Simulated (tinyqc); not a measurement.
Zigzag graphene nanoribbon in tight binding, step by step. Values are carried at full precision from step to step, so a last printed digit may differ when a step is redone from the rounded ones.

A zigzag ribbon of N chains, sites A1, B1, A2, ..., BN across it. For each k it is a chain with bonds -2t cos(k/2) (A_n to B_n) and -t (B_n to A_(n+1)), and +D, -D on A and B. A1 and BN are the edge sites; the Dirac points project to k = 2 pi/3.

Inputs chosen for the exercise (near those used for graphene; shifted at random, so the results belong to these values and not to a real crystal):
- t = 2.7 eV (hopping)
- N = 3 (zigzag chains)
- D = 0 eV (sublattice potential, +D on A and -D on B)
- k = 2.75 (k times the period sqrt3 acc)
- acc = 1.42 angstrom (bond length)

## The chain at this k

Form the k-dependent bond and the matrix.

2 cos(k/2) = 0.38910

H(k) (eV), lower triangle:
```
         A1       B1       A2       B2       A3  B3
A1        0
B1  -1.0506        0
A2        0  -2.7000        0
B2        0        0  -1.0506        0
A3        0        0        0  -2.7000        0
B3        0        0        0        0  -1.0506   0
```

An edge state of the finite ribbon needs 2 cos(k/2) < N/(N + 1) = 0.7500: it exists here.

## Levels and where the middle pair lives

Diagonalise H; average the weights of the two middle levels.

levels (eV): -3.4114  -2.4970  -0.1361  0.1361  2.4970  3.4114

weights: A1 0.430, B1 0.007, A2 0.063, B2 0.063, A3 0.007, B3 0.430

The two edge sites hold 86.0 % of the middle pair, against 33.3 % for an even spread.

## The edge state from the half-plane solution

On a half plane the state lives on one sublattice with amplitudes (-x)^n, x = 2 cos(k/2): weight 1 - x^2 on the edge site, decay length -1.5 acc/ln x of the amplitude. The two edges mix to |E| = sqrt(D^2 + e^2), e about t x^N (1 - x^2).

edge weight = 0.8486
decay length = 2.257 angstrom
e = 0.1350 eV
|E| = 0.1350 eV

Diagonalising the chain of 6 sites gives |E| = 0.1361 eV; the estimate is -0.8 % from it, since it drops terms of order x^(2N).

## Checks

- Level at k = pi next to the edge pair against sqrt(t^2 + D^2): both 2.70000.

(tinyqc, `OMP_NUM_THREADS=1 python tinyqc.py 1480346 1480347 out.jsonl`, Intel(R) Xeon(R) Processor @ 2.30GHz, 1 thread, shared host, about 0.01 s.)
